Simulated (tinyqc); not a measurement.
## Transfer length from front and end resistance

Inverse problem. A contact of length d and width W has Rc = (Rsh Lt/W) coth(d/Lt) and Re = (Rsh Lt/W)/sinh(d/Lt), with Rsh the sheet resistance under the metal and Lt = sqrt(rc/Rsh). Find Lt, Rsh and rc.

Values chosen for this exercise:
- d = 0.14 um (contact length)
- W = 0.51 um (contact width)

Rc = 127.55625 ohm
Re = 37.613474 ohm

Answer. Rc/Re = cosh(d/Lt) gives Lt, and Re then gives Rsh.

Lt = 0.0740 um
Rsh = 840 ohm/sq
rc = 4.60e-8 ohm cm^2

Computed by the program tinyqc: `OMP_NUM_THREADS=1 python tinyqc.py 2760024 2760025 out.jsonl`, one thread of a shared Intel Xeon 2.30GHz, about 0.01 s for the whole run.
